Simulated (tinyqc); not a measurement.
Worked calculation: tight binding, dimerised chain. One step of it, computed by the program tinyqc.

Task: Levels at k. Diagonalise the Hermitian matrix.

H(k) at k (eV):
```
,A,B
A,0.000000,-0.776269+1.506004i
B,-0.776269-1.506004i,0.000000
```

Give: eigenvalues; weights |c|^2 of the basis functions.

Result:

eigenvalues (eV): -1.6943  1.6943

weights |c|^2 of the basis functions:
```
,band 1,band 2
A,0.5000,0.5000
B,0.5000,0.5000
```
